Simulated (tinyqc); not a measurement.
Electromigration in a confined line: Blech product, Korhonen stress evolution and Black's law: one step, computed by the program tinyqc.

The electron wind pushes atoms from the cathode (x = 0) to the anode (x = L); blocking ends build a back stress (tension positive). The input rho is taken not to change with temperature. d sigma/dt = d/dx [kappa (d sigma/dx + G)], with zero flux at both ends and sigma = 0 at t = 0.

Task: Stress along the line. sigma(x, t) = G L [1/2 - x/L - 4 sum_(m odd) cos(m pi x/L) exp(-m^2 pi^2 s)/(m pi)^2], s = t/tau, summed to m = 399. Steady state: G L (1/2 - x/L). Take x/L = 0, 0.1, 0.2, 0.3, 0.4, 0.6, 0.8 and 1.

Inputs (values chosen for the exercise, close to those used for aluminium lines): line length L = 14 um; test temperature T = 210 C; time as a fraction of L^2/kappa, s = 0.055.

Start: stress-free.

stress gradient G = 21.49344 MPa/um

Give: Stress (MPa).

Result:

Stress (MPa):
```
x/L  at time s  steady state
0.0     79.484        150.45
0.1     52.904        120.36
0.2     32.971         90.27
0.3     18.624         60.18
0.4      8.274         30.09
0.6     -8.274        -30.09
0.8    -32.971        -90.27
1.0    -79.484       -150.45
```
